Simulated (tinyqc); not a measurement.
Diffused layer (Gaussian), carriers, mobility and sheet resistance: two steps of the calculation.

A p-type layer from the surface x = 0 to the junction xj, N(x) = N0 exp(-(x/Ld)^2). Local neutrality (no depletion at surface or junction, no spilling of carriers), intrinsic carriers neglected, full ionisation of active dopants.

Inputs (values chosen for the exercise); values close to those of boron in silicon over an n-type background: temperature T = 400 K; background doping of the opposite type Nb = 5.1e15 cm^-3; peak chemical concentration N0 = 1e18 cm^-3; mobility limit at high doping m1 = 44.5 cm^2/(V s); mobility limit at low doping, at 300 K m2 = 479 cm^2/(V s); reference doping of the mobility law Nr = 2.26e17 cm^-3; exponent of the mobility law am = 0.721; temperature exponent of m2 bt = 2.5; solubility limit of active dopant Ns = 1.99e20 cm^-3; diffusion length 2 sqrt(D t) Ld = 110 nm.

Constants: q = 1.602176634e-19 C. Results are converted to the units shown.

Problem 1. Junction depth and local values. xj = Ld sqrt(ln(N0/Nb)); 11 equal steps from 0 to xj. Active dopant A = min(N, Ns); p = A - Nb; mobility mu = m1 + (m2 (T/300 K)^(-bt) - m1)/(1 + ((A + Nb)/Nr)^am).

Find: xj; x; N; A; p; mu.

Solution 1.

xj = 252.73 nm

```
point  x (nm)  N (cm^-3)  A (cm^-3)  p (1e17 cm^-3)  mu (cm^2/(V s))
0        0.00  1.0000e18  1.0000e18          9.9490           92.517
1       22.98  9.5731e17  9.5731e17          9.5221           93.646
2       45.95  8.3988e17  8.3988e17          8.3478           97.133
3       68.93  6.7529e17  6.7529e17          6.7019           103.26
4       91.90  4.9759e17  4.9759e17          4.9249           112.44
5      114.88  3.3601e17  3.3601e17          3.3091           125.01
6      137.85  2.0795e17  2.0795e17          2.0285           140.93
7      160.83  1.1794e17  1.1794e17          1.1284           159.29
8      183.80  6.1302e16  6.1302e16          0.5620           178.10
9      206.78  2.9201e16  2.9201e16          0.2410           194.75
10     229.75  1.2748e16  1.2748e16          0.0765           207.24
11     252.73  5.1000e15  5.1000e15          0.0000           215.07
```

The mobility runs from 92.5 to 215 cm^2/(V s).

Problem 2. Sheet quantities by the trapezoid rule. Dose = integral of N, carrier sheet density = integral of p, 1/Rs = q integral of p mu, mean mobility 1/(q Rs sheet density), Hall mobility (unit Hall factor) = integral of p mu^2 over integral of p mu, Hall sheet density = (integral of p mu)^2/integral of p mu^2; all from 0 to xj.

```
point     x (nm)     N (cm^-3)  p (1e17 cm^-3)  mu (cm^2/(V s))
0        0.00000          1e18       9.9490000        92.516753
1       22.97502  9.5731375e17       9.5221375        93.645750
2       45.95004  8.3987992e17       8.3477992        97.132681
3       68.92506  6.7528747e17       6.7018747        103.26212
4       91.90007  4.9758672e17       4.9248672        112.43765
5      114.87509  3.3601408e17       3.3091408        125.00887
6      137.85011  2.0794801e17       2.0284801        140.92841
7      160.82513  1.1793987e17       1.1283987        159.29088
8      183.80015  6.1302069e16       0.5620207        178.09678
9      206.77517  2.9201033e16       0.2410103        194.75091
10     229.75018  1.2747643e16       0.0764764        207.24331
11     252.72520        5.1e15       0.0000000        215.06775
```

Find: dose; carrier sheet density; Rs; mean mobility; Hall mobility; Hall sheet density.

Solution 2.

dose = 9.7363e12 cm^-2
carrier sheet density = 9.6074e12 cm^-2
Rs = 6103.8 ohm/square
mean mobility = 106.43 cm^2/(V s)
Hall mobility = 109.97 cm^2/(V s)
Hall sheet density = 9.2985e12 cm^-2

Carriers make up 98.7 % of the dose. A Hall measurement weights the mobile tail, so its sheet density is 3.2 % below the true one.

Computed by the program tinyqc: `OMP_NUM_THREADS=1 python tinyqc.py 2110148 2110149 out.jsonl`, one thread of a shared Intel Xeon 2.30GHz, about 0.01 s for the whole run.
